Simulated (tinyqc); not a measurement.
Deep-level transient spectroscopy: one step of the calculation.

Schottky contact on an n-type layer with shallow donors Nd (all ionised) and a donor-like deep trap, neutral when filled and positive when empty; depletion approximation. Traps within lam of the depletion edge stay filled. A long pulse to Vp fills the traps beyond x1 = Wp - lam; back at Vr those between x1 and x2 = Wr - lam emit. A rate window reads S = C(t2) - C(t1).

Task. Peak temperature. Fixed-point step for en(T) = ew: T(new) = (Et q/kB)/ln(sn g T^2/ew), g = vth Nc/(300 K)^2.

Inputs (values chosen for the exercise); material values close to those of indium phosphide: conduction-band density of states at 300 K Nc = 5.66e17 cm^-3; thermal velocity at 300 K vth = 4.2e7 cm/s; depth of the trap below the conduction edge Et = 0.31 eV; capture cross-section sn = 2.6e-14 cm^2.

Constants: q = 1.602176634e-19 C, kB = 1.380649e-23 J/K. Results are converted to the units shown.

ew = 305.43024 1/s
T at the start = 300 K

Give: T after step 1.

Result.

T after step 1 = 167.9 K

Numbers from tinyqc (`OMP_NUM_THREADS=1 python tinyqc.py 2050056 2050057 out.jsonl`; about 0.01 s on one thread of a shared Intel Xeon 2.30GHz).
